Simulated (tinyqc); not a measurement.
Inside a calculation. Model: biaxially strained (001) channel, valley splitting in an inversion layer.

Computed by the program tinyqc: `OMP_NUM_THREADS=1 python tinyqc.py 2530145 2530146 out.jsonl`, one thread of a shared Intel Xeon 2.30GHz, about 0.01 s for the whole run. Printed values are rounded.

A thin layer grown on a relaxed buffer is stretched in the plane. The two valleys with their long axis along the growth direction (D2) sink against the four in-plane ones (D4); confinement in a triangular well splits them too. Only the lowest subband of each set is kept; one relaxation time, so the weakening of intervalley scattering is left out.

Parameters, values chosen for the exercise; values close to those of silicon on relaxed silicon-germanium:
```
symbol   value   unit                                meaning
T          273      K                            temperature
x         0.05         germanium share of the relaxed buffer
b1      0.0418                   lattice mismatch per unit x
c11        162    GPa                       elastic constant
c12       65.9    GPa                       elastic constant
Xu        9.08     eV            shear deformation potential
ml       0.919     m0                      longitudinal mass
mt       0.195     m0                        transverse mass
F         0.34  MV/cm                        confining field
Ns      1.5e12  cm^-2                      inversion density
bv       0.384     nm                         Burgers vector
```

Constants: q = 1.602176634e-19 C, kB = 1.380649e-23 J/K, hbar = 1.054571817e-34 J s, m0 = 9.1093837015e-31 kg, Vt = kB T/q, hbar^2/(2 m0) = 0.0380998212 eV nm^2. Results are converted to the units shown.

## Strain, stress and splitting

e_par = b1 x, e_perp = -2 (c12/c11) e_par, splitting D = Xu (e_par - e_perp), in-plane stress (c11 + c12 - 2 c12^2/c11) e_par.

e_par = 0.209 %
e_perp = -0.170038 %
D = 34.4167 meV
stress = 0.364256 GPa

## Subband edges and densities of states

Levels E(m) = 2.33811 (hbar^2 q^2 F^2/(2 m))^(1/3): E2 = E(ml), E4 = E(mt) + D; N2 = 2 mt kB T/(pi hbar^2), N4 = 4 sqrt(mt ml) kB T/(pi hbar^2).

E2 = 0.0849285 eV
E4 = 0.176807 eV
N2 = 3.83263e12 cm^-2
N4 = 1.66406e13 cm^-2

Of the gap E4 - E2 = 91.9 meV, confinement gives 57.5 meV.

## Iteration 1: critical thickness by substitution

h at the start = 10 nm

Critical thickness (Matthews-Blakeslee, 60-degree dislocations): h = bv (1 - nu/4)[ln(h/bv) + 1]/(4 pi e_par (1 + nu)), nu = c12/(c11 + c12). The right side gives h(new); e_par = b1 x.

h after iteration 1 = 44.8186 nm

## Iteration 2: critical thickness by substitution

As before.

h after iteration 2 = 60.6013 nm

## Course of the iteration: critical thickness by substitution

Stop when h changes by less than 1e-7 nm, or after 60 iterations.

Course of the iteration:
```
iteration   h (nm)  |change| (nm)
1          44.8186           34.8
2          60.6013           15.8
3          63.7756           3.17
4          64.3128          0.537
5          64.4010         0.0882
6          64.4155         0.0144
7          64.4178        2.36e-3
8          64.4182        3.85e-4
9          64.4183        6.29e-5
10         64.4183        1.03e-5
11         64.4183        1.68e-6
12         64.4183        2.74e-7
13         64.4183        4.47e-8
```

Converged in 13 iterations. At the end each change is about 0.16 times the one before: linear convergence.

## Share of the light valleys and conductivity mass

EF = 0.0648138 eV

EF solves Ns = N2 ln(1 + exp((EF - E2)/Vt)) + N4 ln(1 + exp((EF - E4)/Vt)); f2 is the share in D2, and 1/mc = f2/mt + (1 - f2)(1/mt + 1/ml)/2.

f2 = 0.905431
mc = 0.202545 m0

Without strain f2 would be 0.700 and mc 0.221 m0, so repopulation alone gains 9.2 % in mobility.
